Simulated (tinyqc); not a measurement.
Five-frequency model of solute diffusion by vacancies in an fcc metal: one step, computed by the program tinyqc. Command: `OMP_NUM_THREADS=1 python tinyqc.py 3027090 3027091 out.jsonl fivefreq walk`. One thread of a shared host (Intel(R) Xeon(R) Processor @ 2.30GHz), about 0.05 s of CPU time with the checks.

A vacancy next to the solute exchanges with it (w2), jumps to one of 4 sites that also neighbour the solute (w1) or to one of 7 that do not (w3); w4 is the reverse of w3 and w0 the host jump.

Task: Jump rates. w_i = nu exp(-E_i/(k_B T)); detailed balance gives E4 = E3 - E_b.

Inputs (values chosen for the exercise, for a model solute in a host close to silver):
```
quantity                                      value  unit
barrier E0 (host jump)                        0.643    eV
barrier E1 (vacancy circles the solute)       0.809    eV
barrier E2 (exchange)                         0.789    eV
barrier E3 (dissociation)                     0.639    eV
binding energy E_b (positive for attraction)  0.012    eV
attempt frequency nu                            7.9   THz
temperature T                                   639     K
```

Constants: k_B = 8.617333262e-05 eV/K.

Give: rates.

Result:

rates (1/s): w0 6.7035e+07, w1 3.2890e+06, w2 4.7294e+06, w3 7.2086e+07, w4 8.9638e+07
